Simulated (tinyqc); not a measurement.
X-ray reflectivity of a thin film on silicon: critical angles, Parratt recursion, fringes and roughness: one step, computed by the program tinyqc. Command: `OMP_NUM_THREADS=1 python tinyqc.py 3120687 3120688 out.jsonl xrr walk`. One thread of a shared host (Intel(R) Xeon(R) Processor @ 2.30GHz), about 0.01 s of CPU time with the checks.

n = 1 - delta + i beta; the classical electron radius is r_e = 2.8179403e-6 nm. Layer 0 is vacuum, 1 the film, 2 the substrate.

Question. Optical constants. delta = r_e lambda^2 rho_e/(2 pi), rho_e = density x electrons per mass x N_A; critical angle sqrt(2 delta), q_c = 4 sqrt(pi r_e rho_e).

Inputs (values chosen for the exercise, modelled on TaN on silicon, copper K-alpha radiation): wavelength lambda = 0.15406 nm; film density rho = 15.2 g/cm^3; effective electrons per unit mass, film = 0.409 mol/g; beta/delta, film = 0.079; substrate density = 2.33 g/cm^3; effective electrons per unit mass, substrate = 0.507 mol/g; beta/delta, substrate = 0.023.

Constants: N_A = 6.02214076e+23 1/mol.

Give: the table «Constants» with the columns rho_e (1/nm^3), delta, beta, critical angle (degrees), q_c (1/nm), for layer = film, substrate.

Answer.

Constants:
```
layer      rho_e (1/nm^3)      delta       beta  critical angle (degrees)  q_c (1/nm)
film                 3744  3.985e-05  3.148e-06                    0.5115      0.7282
substrate             711  7.573e-06  1.742e-07                    0.2230      0.3174
```
